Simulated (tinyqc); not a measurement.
From results to parameters: Luttinger model of the valence bands. Computed by the program tinyqc.

Problem. In the four-band Luttinger model 1/m = g1 -/+ 2 g2 along [100] and g1 -/+ 2 g3 along [111]. Find g1, g2, g3 and the light hole mass along [111].

heavy and light hole masses along [100] (electron masses): 0.190840  0.041528
heavy hole mass along [111] = 0.160772 electron masses

Solution. The mean of the two inverse masses along [100] is g1 and a quarter of their difference is g2; g3 = (g1 - 1/m_hh[111])/2.

g1, g2, g3: 14.6600  4.7100  4.2200
light hole mass along [111] = 0.0433 electron masses
